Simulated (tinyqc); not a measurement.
Inside a calculation. Model: Schottky emission and Poole-Frenkel conduction in an insulator, and how to tell them apart.

tinyqc, about 0.01 s, one thread, Intel Xeon 2.30GHz (shared host): `OMP_NUM_THREADS=1 python tinyqc.py 2370164 2370165 out.jsonl` Printed values are rounded.

Schottky emission (electrode-limited): J = As T^2 exp[-(pb - b sqrt(F))/Vt], b = sqrt(q/(4 pi eps0 ei)). Poole-Frenkel emission (bulk-limited): J = s0 F exp[-(pt - 2 b sqrt(F))/Vt]. F in V/cm.

Values chosen for this exercise; dielectric values close to those of silicon nitride:
- T = 325 K (temperature)
- ei = 4.14 (high-frequency relative permittivity)
- es = 7.19 (static relative permittivity)
- pt = 1.07 eV (trap depth)
- s0 = 0.58 S/cm (Poole-Frenkel prefactor)
- pb = 1.55 eV (electrode barrier)
- As = 54 A/(cm^2 K^2) (Richardson constant)
- F = 1.1 MV/cm (field)

Constants: q = 1.602176634e-19 C, kB = 1.380649e-23 J/K, Vt = kB T/q, eps0 = 8.8541878128e-14 F/cm where lengths are in cm. Results are converted to the units shown.

## Both currents at one field

Lowerings b sqrt(F) and 2 b sqrt(F); the image-force maximum lies at sqrt(q/(16 pi eps0 ei F)) from the electrode.

Schottky lowering = 195.601 meV
position of the barrier top = 0.889098 nm
Poole-Frenkel lowering = 391.203 meV
J, Schottky = 5.66877e-15 A/cm^2
J, Poole-Frenkel = 1.89980e-5 A/cm^2

Injection and bulk transport act in series, so the smaller capacity limits the current: here the electrode, by a factor of 3.35e9.

## Which mechanism made these data

```
point  F (MV/cm)  J (A/cm^2)
0           1.12   5.918e-14
1            1.8   3.905e-13
2           2.48   1.845e-12
3           3.15   6.988e-12
4           3.83   2.352e-11
5            4.5   7.022e-11
```

The data come from another sample of the same dielectric, in which one mechanism alone limits the current. Fit straight lines by least squares: ln J on sqrt(F) (Schottky plot, slope b/Vt) and ln(J/F) on sqrt(F) (Poole-Frenkel plot, slope 2 b/Vt), F in V/cm, and read a permittivity from each slope. The right mechanism gives a value near ei, and in any case between ei and es.

slope of the Schottky plot = 0.00665918 (cm/V)^0.5
permittivity read as Schottky = 4.13997
slope of the Poole-Frenkel plot = 0.00536101 (cm/V)^0.5
permittivity read as Poole-Frenkel = 25.5509

Both plots are nearly straight, so straightness decides nothing. Read as Schottky the data give 4.14, which matches ei = 4.14; read as Poole-Frenkel they give 25.6, above even the static value 7.19. The data were made by Schottky emission.
